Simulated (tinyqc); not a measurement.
Single-band model of a thermoelectric material. Changing the temperature T. Computed by tinyqc, a small Python program. Command: `OMP_NUM_THREADS=1 python tinyqc.py 3025396 3025397 out.jsonl thermo sweep`. One thread of a shared host (Intel(R) Xeon(R) Processor @ 2.30GHz), about 0.02 s of CPU time with the checks.

One spherical band, one scattering law, no minority carriers and no phonon drag. In a real material minority carriers limit |S| to about E_g/(2 e T), so larger values are formal. eta = E_F/(k_B T) is counted from the band edge; f = 1/(1 + exp(x - eta)).

Inputs (values chosen for the exercise, modelled on n-type SiGe):
```
quantity                                value        unit
density-of-states mass m                  1.2         m_0
non-parabolicity alpha                      1        1/eV
mobility parameter mu_300                 360  cm^2/(V s)
temperature exponent p                    2.5           -
lattice thermal conductivity kappa_L      3.3     W/(m K)
carrier density n                     7.7e+18      1/cm^3
```

Band: Kane. Scattering: acoustic phonons, r = -0.5.

Constants: m_0 = 9.1093837015e-31 kg; k_B = 1.380649e-23 J/K; hbar = 1.054571817e-34 J s; k_B = 8.617333262e-05 eV/K; e = 1.602176634e-19 C.

Method:
- With x = E/(k_B T), a = alpha k_B T (0 for a parabolic band), G = x (1 + a x), D = 1 + 2 a x and <y> = int y f (1 - f) dx, f = 1/(1 + exp(x - eta)): tau = tau_0 G^r/D; transport function s = G^(3/2 + r)/D^2; n = N_0 <G^(3/2)> with N_0 = (2 m k_B T)^(3/2)/(3 pi^2 hbar^3).
- Integrals over x = E/(k_B T) use 160 Gauss-Legendre points in u = sqrt(x) from 0 to sqrt(max(eta, 0) + 32).
- Solve for eta.
- sigma = e mu_0 N_0 <s> with mu_0 = e tau_0/m = mu_300 (T/300 K)^(-p); |S| = (k_B/e)(<x s>/<s> - eta); Lorenz number L = (k_B/e)^2 (<x^2 s>/<s> - (<x s>/<s>)^2); kappa_e = L sigma T; zT = S^2 sigma T/(kappa_L + kappa_e).
- Hall factor r_H = <G^(3/2)> <G^(3/2 + 2r)/D^4>/<s>^2; drift mobility sigma/(n e) with n = N_0 <G^(3/2)>; power factor S^2 sigma.

One run for each value; columns: (1) temperature T (K); (2) Seebeck coefficient |S| (microvolt/K); (3) conductivity sigma (S/cm); (4) zT; (5) reduced Fermi level eta; (6) kappa_e (W/(m K)):
```
(1)      (2)     (3)      (4)      (5)       (6)
425   341.55  98.885  0.14615  -2.0698  0.054334
496   361.27  64.349  0.12471  -2.3320  0.040372
567   378.51  44.095  0.10754  -2.5600  0.031017
638   393.85  31.444  0.09361  -2.7622  0.024455
708   407.52  23.239  0.08231  -2.9419  0.019742
779   420.17  17.546  0.07277  -3.1081  0.016160
850   431.81  13.536  0.06475  -3.2610  0.013418
921   442.62  10.633  0.05794  -3.4028  0.011277
992   452.71   8.485  0.05212  -3.5350  0.009577
1060  461.79   6.922  0.04730  -3.6540  0.008260
```

What does the table show, and why?

Over the rows, Seebeck coefficient |S| (microvolt/K) rises from 342 to 462 (exponent d ln y / d ln x 0.36 between the first rows and 0.30 between the last); conductivity sigma (S/cm) falls from 98.9 to 6.92 (exponent d ln y / d ln x -2.8 between the first rows and -3.1 between the last); zT falls from 0.146 to 0.0473 (exponent d ln y / d ln x -1.0 between the first rows and -1.5 between the last). kappa_L is held fixed and minority carriers are absent, so the loss of S and zT to minority carriers at high T is missing.
